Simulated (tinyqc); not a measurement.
Epitaxial growth on a vicinal surface: Burton-Cabrera-Frank step flow, step-edge barrier and island nucleation: one step, computed by the program tinyqc. Command: `OMP_NUM_THREADS=1 python tinyqc.py 3010416 3010417 out.jsonl stepflow walk`. One thread of a shared host (Intel(R) Xeon(R) Processor @ 2.30GHz), about 0.03 s of CPU time with the checks.

Adatoms land at rate F, hop on a square grid (a simplification for hexagonal faces), desorb, or join steps. Lengths are in units of a and n is the adatom coverage. Steps ascend at x = 0 and descend at x = l.

Question. Step flow or islands. Island density on a flat surface without desorption: N = 0.25 (F/D)^(i/(i+2)) exp(E_i/((i+2) k_B T)) per site, with E_i = 0 for i = 1; spacing l_n = N^(-1/2). Step flow needs an effective width l_eff = 2 x(peak) below l_n. Temperatures in kelvin are T(C) + 273.15.

Inputs (values chosen for the exercise, close to those used for Si(001)): deposition rate F = 1.3 layers/s; temperature T = 880 C; critical nucleus size i = 2; binding energy of the critical nucleus E_i = 0.56 eV.

D = 7.809332e+09 a^2/s

position of the peak = 6.023459 a

Constants: k_B = 8.617333262e-05 eV/K.

Give: island density N on a flat surface; island spacing l_n; ratio l_eff/l_n.

Answer.

island density N on a flat surface = 1.3197e-05 per site

island spacing l_n = 275.27 a

ratio l_eff/l_n = 0.043763

Steps capture adatoms before they meet: step flow. Caution: the prefactor 0.25 and the criterion are estimates, good to a factor of about two in length.
